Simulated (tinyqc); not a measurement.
Hydrogenic impurity: series, fields, screening, photoionisation and donor-acceptor pairs. Changing the electron mass m. Computed by tinyqc, a small Python program. Command: `OMP_NUM_THREADS=1 python tinyqc.py 3001214 3001215 out.jsonl hydrogenic sweep`. One thread of a shared host (Intel(R) Xeon(R) Processor @ 2.30GHz), about 0.01 s of CPU time with the checks.

One isotropic, parabolic band. Effective units: Ry* and a*, in which H = -nabla^2 - 2/r.

Inputs (values chosen for the exercise, modelled on silicon): dielectric constant eps = 11.6; donor density N = 4.4e+17 cm^-3.

Parts treated: screening and pairs.

Constants: Ry = 13.605693123 eV; a_0 = 0.529177210903 angstrom; h x 1 THz = 4.135667696 meV.

Method. Ry* = Ry m/eps^2, a* = a_0 eps/m; level n is bound by Ry*/n^2; <r> = (3/2) a* in 1s; lines 1s -> np at Ry* (1 - 1/n^2); 1 THz = 4.135667696 meV. Wigner-Seitz radius r_s = (3/(4 pi N))^(1/3); Mott criterion N_c^(1/3) a* = 0.26; overlap of two 1s orbitals at distance d: S = exp(-x)(1 + x + x^2/3), x = d/a*, with d = N^(-1/3).

One run for each value:
```
electron mass m (m_0),Ry* (meV),a* (angstrom),Mott density (cm^-3),overlap S
0.08,8.09,76.731,3.8906e+16,6.6546e-01
0.12,12.13,51.154,1.3131e+17,4.4168e-01
0.18,18.20,34.103,4.4316e+17,2.0764e-01
0.26,26.29,23.609,1.3356e+18,6.4496e-02
0.39,39.43,15.740,4.5075e+18,7.6845e-03
0.58,58.65,10.584,1.4826e+19,2.6114e-04
0.86,86.96,7.138,4.8332e+19,1.3262e-06
1.30,131.45,4.722,1.6694e+20,2.3214e-10
```

Over the rows, Ry* (meV) rises from 8.09 to 131 (exponent d ln y / d ln x about 1.00 throughout); a* (angstrom) falls from 76.7 to 4.72 (exponent d ln y / d ln x about -1.0 throughout); Mott density (cm^-3) rises from 3.89e16 to 1.67e20 (exponent d ln y / d ln x about 3.0 throughout). The exponent of Ry* stays at 1: Ry* = Ry m/eps^2. The exponent of Mott density stays at 3: the Mott density goes as a*^-3.

Caution (rows 0.0800, 0.120): N lies above the Mott density, where the levels of isolated donors have no meaning. Caution (rows 0.860, 1.30): the Bohr radius is only a few bond lengths, so central-cell terms and band anisotropy matter.
